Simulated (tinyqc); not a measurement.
Shockley-Read-Hall recombination through one deep level: sweeps and comparisons. A value that a table varies takes the place of the one given here.

One level at Et with degeneracy 1: tn = 1/(sn vth Nt), tp = 1/(sp_ vth Nt), n1 = Nc exp((Et - Eg)/kT), p1 = Nv exp(-Et/kT), ni^2 = n1 p1. Equilibrium p0 = Nm, n0 = ni^2/Nm; n = n0 + dn, p = p0 + dn. U = (n p - ni^2)/(tp (n + n1) + tn (p + p1)), lifetime dn/U; emission rates en = sn vth n1, ep = sp_ vth p1.

Constants: kB = 8.617333262e-05 eV/K.

Inputs chosen for the exercise (gap and densities of states near those of Si at this temperature; shifted at random, so the results belong to these values and not to a real crystal):
- E1 = 0.809 eV (level (+1/0) above Ev)
- E2 = 0.552 eV (level (0/-1) above Ev)
- gm = 1 (degeneracy of the middle state, the others 1)
- T = 350 K
- Eg = 1.098 eV (gap)
- Nc = 3.42e+19 1/cm^3 (conduction-band density of states)
- Nv = 1.33e+19 1/cm^3 (valence-band density of states)
- Nd = -1e+16 1/cm^3 (ionised shallow donors minus acceptors)
- Et = 0.552 eV (recombination level above Ev)
- Nt = 1.7e+16 1/cm^3 (defects)
- sn = 1.3e-16 cm^2 (electron capture cross-section)
- sp_ = 4.4e-16 cm^2 (hole capture cross-section)
- vth = 17000000 cm/s (thermal velocity, both carriers)
- Nm = 1.7e+17 1/cm^3 (equilibrium holes for the lifetime steps)
- dn = 9.5e+16 1/cm^3 (excess pairs)

## Charge state against the Fermi level (deep level with several charge states)

Energies from Ev. The defect has charge states +1, 0, -1 with weights 1, gm exp((EF - E1)/kT), exp((2 EF - E1 - E2)/kT); the shares are the weights over their sum. Boltzmann carriers: n = Nc exp((EF - Eg)/kT), p = Nv exp(-EF/kT). Neutrality: p - n + Nd + Nt <q> = 0.

Shares:

| EF (eV) | +1 | 0 | -1 | <q> |
|---|---|---|---|---|
| 0.066 | 1.000 | 0.000 | 0.000 | 1.000 |
| 0.154 | 1.000 | 0.000 | 0.000 | 1.000 |
| 0.242 | 1.000 | 0.000 | 0.000 | 1.000 |
| 0.329 | 1.000 | 0.000 | 0.000 | 1.000 |
| 0.417 | 1.000 | 0.000 | 0.000 | 1.000 |
| 0.505 | 1.000 | 0.000 | 0.000 | 1.000 |
| 0.593 | 0.996 | 0.001 | 0.003 | 0.993 |
| 0.681 | 0.488 | 0.007 | 0.505 | -0.016 |
| 0.769 | 0.003 | 0.001 | 0.996 | -0.994 |
| 0.856 | 0.000 | 0.000 | 1.000 | -1.000 |
| 0.944 | 0.000 | 0.000 | 1.000 | -1.000 |
| 1.032 | 0.000 | 0.000 | 1.000 | -1.000 |

E2 lies below E1 (negative U = -0.257 eV), so the charge goes from +1 to -1 near (E1 + E2)/2 = 0.681 eV, two electrons at once; the middle state never exceeds a share of 0.00701.

## Defects against doping (deep level with several charge states)

Nt takes the listed multiples of |Nd|; the resistivity uses mobilities of 1000 (electrons) and 300 (holes) cm^2/(V s), chosen for the exercise, and e = 1.602176634e-19 C.

Neutral state:

| Nt/\|Nd\| | EF (eV) | n (1/cm^3) | p (1/cm^3) | rho (ohm cm) |
|---|---|---|---|---|
| 0.01 | 0.2172 | 7.11e+06 | 9.90e+15 | 2.10 |
| 0.10 | 0.2201 | 7.82e+06 | 9.00e+15 | 2.31 |
| 0.30 | 0.2277 | 1.01e+07 | 7.00e+15 | 2.97 |
| 0.60 | 0.2446 | 1.76e+07 | 4.00e+15 | 5.20 |
| 0.90 | 0.2864 | 7.04e+07 | 1.00e+15 | 20.8 |
| 1.10 | 0.6340 | 7.13e+12 | 9.87e+09 | 876 |
| 1.50 | 0.6560 | 1.48e+13 | 4.77e+09 | 423 |
| 3.00 | 0.6699 | 2.35e+13 | 3.00e+09 | 266 |
| 10.00 | 0.6774 | 3.01e+13 | 2.34e+09 | 207 |

EF goes from 0.217 to 0.677 eV and the resistivity from 2.1 to 207 ohm cm, with a largest value of 876. The largest move of EF, +0.348 eV, comes between Nt/|Nd| = 0.9 and 1.1; the levels lie at 0.809 and 0.552 eV. A defect can take up to one carrier of either sign, so the doping can be cancelled no earlier than Nt = |Nd|, there only if EF lies well beyond the level that takes the carriers and otherwise at larger Nt (mean charge +0.10 in the last row). The type changes along the table.

## Lifetime against injection

Recombination:

| dn (1/cm^3) | lifetime (microsecond) | U (1/(cm^3 s)) |
|---|---|---|
| 1.0e+11 | 0.02662 | 3.76e+18 |
| 1.0e+12 | 0.02662 | 3.76e+19 |
| 1.0e+13 | 0.02662 | 3.76e+20 |
| 1.0e+14 | 0.02662 | 3.76e+21 |
| 1.0e+15 | 0.02666 | 3.75e+22 |
| 1.0e+16 | 0.02705 | 3.70e+23 |
| 1.0e+17 | 0.02953 | 3.39e+24 |
| 1.0e+18 | 0.03334 | 3.00e+25 |

The lifetime rises from 0.02662 to 0.03334 microsecond; tn + tp = 0.03448. At low injection it is tn (1 + p1/p0) + tp n1/p0 with n1/Nm = 2.8e-06 and p1/Nm = 8.8e-07: re-emission is negligible, so minority capture alone counts. Auger and radiative paths are left out; they cut in at the highest injections, and in a doped direct-gap crystal the radiative one counts at all injections. dn = dp neglects trapped charge, which matters where the traps hold a charge comparable with dn, at low injection and with very unequal cross sections.

## Where a level does most harm

Et takes the values listed; G = Nt en ep/(en + ep) in a depleted region; the lifetime is for dn = 1e11 1/cm^3.

Results:

| Et (eV) | lifetime (microsecond) | G (1/(cm^3 s)) |
|---|---|---|
| 0.066 | 0.260 | 1.77e+12 |
| 0.154 | 0.0392 | 3.28e+13 |
| 0.242 | 0.0273 | 6.07e+14 |
| 0.329 | 0.0267 | 1.09e+16 |
| 0.417 | 0.0266 | 2.01e+17 |
| 0.505 | 0.0266 | 3.57e+18 |
| 0.593 | 0.0266 | 4.57e+18 |
| 0.681 | 0.0266 | 2.64e+17 |
| 0.769 | 0.0266 | 1.43e+16 |
| 0.856 | 0.0271 | 7.99e+14 |
| 0.944 | 0.0362 | 4.32e+13 |
| 1.032 | 0.204 | 2.33e+12 |

Generation peaks where en = ep, at Eg/2 + (kT/2) ln(sp_ Nv/(sn Nc)) = 0.553 eV; the largest value listed is at 0.593 eV, and G falls by a decade for each 0.069 eV away from the peak. The lifetime is within a factor 2 of its minimum, 0.0266 microsecond, from 0.154 to 0.944 eV: recombination tolerates a wide range of Et, generation a narrow one.

## What moves lifetime and leakage

G = Nt en ep/(en + ep). Each row changes one parameter from the base and keeps the others.

Results:

| case | lifetime (microsecond) | G (1/(cm^3 s)) |
|---|---|---|
| base | 0.02944 | 9.16e+18 |
| Et = 0.592 eV | 0.02944 | 4.70e+18 |
| sn = 2.6e-16 cm^2 | 0.01613 | 1.24e+19 |
| sp_ = 8.8e-16 cm^2 | 0.02803 | 1.21e+19 |
| Nt = 8.5e+15 1/cm^3 | 0.05887 | 4.58e+18 |
| Nm = 5.1e+17 1/cm^3 | 0.02785 | 9.16e+18 |
| dn = 2.85e+17 1/cm^3 | 0.03154 | 9.16e+18 |

The largest shifts from the base row, up to three for each result and ties (the steps differ in size, so this ranks the rows, not the parameters). lifetime (microsecond): Nt +0.0294, sn -0.0133, dn +0.00211; unchanged at the printed digits by Et. G (1/(cm^3 s)): Nt -4.58e+18, Et -4.46e+18, sn +3.21e+18; unchanged at the printed digits by Nm and dn.

Program tinyqc; command `OMP_NUM_THREADS=1 python tinyqc.py 1681419 1681420 out.jsonl`; about 0.01 s on one thread of a shared Intel(R) Xeon(R) Processor @ 2.30GHz.
